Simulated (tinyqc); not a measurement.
Square on-chip spiral inductor, lumped pi model: two steps of the calculation.

Outer diameter do = di + 2 n wd + 2 (n - 1) sp, mean da = (do + di)/2, fill p = (do - di)/(do + di), length l = 4 n da. L = 2.34 mu0 n^2 da/(1 + 2.75 p), mu0 = 4 pi 1e-7 H/m. Rs = rho l/(wd delta (1 - exp(-th/delta))), delta = sqrt(rho/(pi f mu0)). Cs = n wd^2 eps0 eo/hu across the coil. At each end Cox = l wd eps0 eo/(2 ho) leads to the substrate branch Rsi = 2 rs he/(l wd) in parallel with Csi = l wd eps0 11.7/(2 he). With one end grounded Y = 1/(Rs + i w L) + i w Cs + 1/[1/(i w Cox) + 1/(1/Rsi + i w Csi)], w = 2 pi f; Q = -Im Y/Re Y. Eddy currents in neighbouring turns and in the substrate are left out.

Parameters, values chosen for the exercise; values of the order met in silicon radio-frequency processes:

| symbol | value | unit | meaning |
|---|---|---|---|
| n | 1.5 |  | number of turns |
| wd | 10 | um | line width |
| sp | 3 | um | space between turns |
| di | 140 | um | inner diameter |
| th | 4 | um | metal thickness |
| rho | 2.2 | uohm cm | metal resistivity |
| ho | 4.4 | um | oxide below the coil |
| hu | 0.9 | um | oxide between coil and underpass |
| eo | 4.1 |  | relative permittivity of the oxide |
| rs | 20 | ohm cm | substrate resistivity |
| he | 50 | um | effective spreading depth in the substrate |
| f | 3.5 | GHz | frequency |

Constants: eps0 = 8.8541878128e-12 F/m. Results are converted to the units shown.

Problem 1. Geometry and model elements. do, l, L, delta, Rs, Cs, Cox, Rsi and Csi as defined.

Find: do; l; L; delta; Rs; Cs; Cox; Rsi; Csi.

Solution 1.

do = 173.0 um
l = 939.0 um
L = 0.8027 nH
delta = 1.262 um
Rs = 1.709 ohm
Cs = 6.050 fF
Cox = 38.74 fF
Rsi = 2130 ohm
Csi = 9.727 fF

Problem 2. Admittance, quality factor and apparent inductance. Series branch 1/(Rs + i w L), substrate branch, total Y, Q = -Im Y/Re Y, apparent inductance Im(1/Y)/w, metal-only value w L/Rs, share of the loss in the substrate Re(substrate branch)/Re Y.

L = 0.80270207 nH
Rs = 1.7089387 ohm
Cs = 6.0503617 fF
Cox = 38.736066 fF
Rsi = 2129.9255 ohm
Csi = 9.7274764 fF

Wanted: series branch; substrate branch; Y; Q; apparent inductance; w L/Rs; share of the loss in the substrate.

Solution 2.

series branch = 5.43-56.12i mS
substrate branch = 0.2512+0.2816i mS
Y = 5.68-55.71i mS
Q = 9.800
apparent inductance = 0.8078 nH
w L/Rs = 10.33
share of the loss in the substrate = 4.419 %

Q is 94.9 % of the metal-only value.

tinyqc, about 0.01 s, one thread, Intel Xeon 2.30GHz (shared host): `OMP_NUM_THREADS=1 python tinyqc.py 2302209 2302210 out.jsonl`
